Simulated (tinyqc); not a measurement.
Limits of the phonon part: Bloch-Grueneisen resistivity of a metal. Computed by tinyqc, a small Python program. Command: `OMP_NUM_THREADS=1 python tinyqc.py 3025437 3025438 out.jsonl bg walk`. One thread of a shared host (Intel(R) Xeon(R) Processor @ 2.30GHz), about 0.01 s of CPU time with the checks.

Electrons scatter from a Debye spectrum of phonons (n = 5 for scattering within one band, n = 3 for scattering into a second, heavy band) and from static defects.

Inputs (values chosen for the exercise, modelled on tungsten):
```
quantity                      value            unit
exponent n                        5               -
Debye temperature Theta         322               K
transport coupling lambda_tr   0.24               -
Drude plasma energy hbar w_p    7.1              eV
residual resistivity rho_0    0.015     microohm cm
coefficient A of T^2            4.2  picoohm cm/K^2
```

Addition: T^2 term.

Constants: k_B = 1.380649e-23 J/K; hbar = 1.054571817e-34 J s; eps_0 = 8.8541878128e-12 F/m; hbar = 6.582119569e-16 eV s.

Method:
- J_n(y) = int_0^y x^n e^x/(e^x - 1)^2 dx, by 96 Gauss-Legendre points (upper limit at most 60).
- rho_ph = (n - 1) rho_1 (T/Theta)^n J_n(Theta/T), with rho_1 = 2 pi lambda_tr k_B Theta/(hbar eps_0 w_p^2), the high-temperature line at T = Theta.
- rho = rho_0 + A T^2 + rho_ph.
- Low T: (n - 1) n! zeta(n) rho_1 (T/Theta)^n. High T: rho_1 (T/Theta) [1 - (n - 1)/(12 (n + 1)) (Theta/T)^2].

Resistivities (microohm cm):
```
T (K)      rho_ph   low-T law  straight line  line with correction   total rho
9.7    7.6188e-05  7.6188e-05          0.186                     -  1.5471e-02
16.0   9.3026e-04  9.3032e-04          0.307                     -  1.7005e-02
26.0   1.0379e-02  1.0541e-02          0.498                     -  2.8218e-02
39.0   6.7011e-02  8.0049e-02          0.747                     -  8.8399e-02
64.0   3.8992e-01  9.5264e-01          1.226                     -  4.2212e-01
110.0  1.3569e+00  1.4289e+01          2.108                 1.104  1.4227e+00
160.0  2.4689e+00  9.3032e+01          3.066                 2.376  2.5914e+00
260.0  4.5811e+00  1.0541e+03          4.982                 4.558  4.8800e+00
390.0  7.1976e+00  8.0049e+03          7.474                 7.191  7.8515e+00
640.0  1.2093e+01  9.5264e+04         12.264                12.092  1.3829e+01
```

The low-T law holds to 10 % up to 26 K, the straight line from 260 K on. The local exponent of rho_ph falls from 5.00 to 1.05. Phonons overtake the residual resistivity between 26.0 and 39.0 K. The T^2 term exceeds rho_ph up to 16 K among these rows.

Extremes, crossings and ranges named in words are read from the listed rows.
